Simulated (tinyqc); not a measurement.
# Input admittance of a MOSFET at zero drain bias: distributed channel and distributed gate, step by step

Program tinyqc, `OMP_NUM_THREADS=1 python tinyqc.py 2262073 2262074 out.jsonl`; Intel Xeon 2.30GHz, shared host, one thread, about 0.01 s. Printed values are rounded.

Source and drain grounded, strong inversion, w = 2 pi f, Cox = eps0 eox/tox. The channel is an RC line of resistance 1/(mu Cox Vo) per square fed from both ends, so one finger has the intrinsic admittance y = i w Cox L tanh(g)/g per width, g = (1/2) sqrt(i w tau), tau = L^2/(mu Vo). The vertical resistance rv/L is in series with y, the overlaps 2 i w Cov in parallel: y_t = 1/(1/y + rv/L) + 2 i w Cov. The gate strip is a line of Rsh/L per length loaded by y_t, so a finger has Y = y_t Wf tanh(k)/k, k = (Wf/sd) sqrt(y_t Rsh/L); the device has Nf Y.

Parameters, values chosen for the exercise; values of the order met in silicon radio-frequency transistors:
- eox = 3.9 (relative permittivity of the gate insulator (close to silicon dioxide))
- tox = 1.8 nm (insulator thickness)
- L = 1 um (channel length)
- Wf = 0.8 um (finger width)
- Nf = 64 (number of fingers)
- mu = 180 cm^2/(V s) (channel mobility)
- Vo = 0.62 V (gate overdrive)
- Rsh = 8.3 ohm/square (sheet resistance of the gate)
- rv = 0 ohm um^2 (vertical resistivity of the gate stack)
- sd = 1 (number of ends at which a finger is contacted)
- Cov = 0.2 fF/um (overlap and fringe capacitance on each side)
- f = 6.5 GHz (frequency)

Constants: eps0 = 8.8541878128e-14 F/cm where lengths are in cm. Results are converted to the units shown.

## Low-frequency resistances and capacitance

Low-frequency limits, with c = Cox L and ct = c + 2 Cov: R_strip = Rsh Wf/(3 sd^2 L Nf), R_ch = (c/ct)^2 L/(12 mu Cox Vo Wf Nf), R_vert = (c/ct)^2 rv/(L Wf Nf), C = ct Wf Nf.

parts (ohm): strip 0.03458333, channel 7.294900, vertical 0
sum = 7.329484 ohm
C = 1002.705 fF
1/(2 pi R C) = 21.65578 GHz

The channel term is the largest, 99.5 % of the sum.

## Admittance of the channel and stack per width

tau, g, c = Cox L, y and y_t as defined.

tau = 89.60573 ps
g = 0.6763469+0.6763469i
c = 19.18407 fF/um
y = 210.4691+706.6046i uS/um
y_t = 210.4691+722.9409i uS/um

w tau = 3.66, and Im y is 0.902 of w c.

## Input impedance of the device

k and Y as defined; Z = 1/(Nf Y) = R + 1/(i w C); Q = |Im Z|/R; signal at the point farthest from a contact |1/cosh k|.

k = 0.05058511+0.03795842i
Nf Y = 10.81932+36.98693i mS
R = 7.285293 ohm
C = 983.1312 fF
Q = 3.418600
signal at the far point = 0.9994400

R is 0.60 % below its low-frequency limit and C is 2.0 % below its own.
